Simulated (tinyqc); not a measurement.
# Channels and transmission from two resistances

Inverse problem. In a quantum Hall bar with M edge channels and a constriction of summed transmission Tc, the Hall resistance is R(2,6) = (h/q^2)/M and the longitudinal one across the constriction R(2,3) = (h/q^2)(1/Tc - 1/M). Find M and Tc.

Constants: q = 1.602176634e-19 C, h = 6.62607015e-34 J s. Results are converted to the units shown.

R(2,3) = 2.1510673 kohm
R(2,6) = 4.3021346 kohm

Solution. M = (h/q^2)/R(2,6), and the sum of the two resistances is (h/q^2)/Tc.

M = 6
Tc = 4.00

Computed by the program tinyqc: `OMP_NUM_THREADS=1 python tinyqc.py 2700120 2700121 out.jsonl`, one thread of a shared Intel Xeon 2.30GHz, about 0.01 s for the whole run.
